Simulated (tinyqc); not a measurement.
Admittance spectroscopy and thermally stimulated current of one trap level in a depletion layer: one step, computed by the program tinyqc. Command: `OMP_NUM_THREADS=1 python tinyqc.py 3113530 3113531 out.jsonl admit walk`. One thread of a shared host (Intel(R) Xeon(R) Processor @ 2.30GHz), about 0.01 s of CPU time with the checks.

A Schottky junction on n-type material holds one donor-like electron trap; shallow donors are fully ionised and abrupt depletion edges are assumed.

Task: Temperature of the peak. N_c = 2 (2 pi m k_B T/h^2)^(3/2), v_th = sqrt(3 k_B T/m), emission rate e_n = sigma v_th N_c exp(-E_t/(k_B T)). Where the level crosses the Fermi level capture equals emission, so the trap follows the signal with the rate 2 e_n; G/omega peaks at omega = 2 e_n (the correction for large N_t/N is left out). Solve 2 e_n(T_p) = 2 pi f.

Inputs (values chosen for the exercise, modelled on n-type beta-Ga2O3): density-of-states mass m = 0.273 m_0; shallow doping N = 6.4e+16 1/cm^3; trap depth E_t below the band = 0.207 eV; capture cross section sigma = 2.2e-16 cm^2; test frequency f = 5000 Hz.

Constants: k_B = 1.380649e-23 J/K; m_0 = 9.1093837015e-31 kg; h = 6.62607015e-34 J s; k_B = 8.617333262e-05 eV/K.

Give: peak temperature T_p; N_c at T_p; e_n at T_p; E_c - E_F = k_B T_p ln(N_c/N).

Result:

peak temperature T_p = 185.3 K

N_c at T_p = 1.737e+18 1/cm^3

e_n at T_p = 15708 1/s

E_c - E_F = k_B T_p ln(N_c/N) = 0.05270 eV
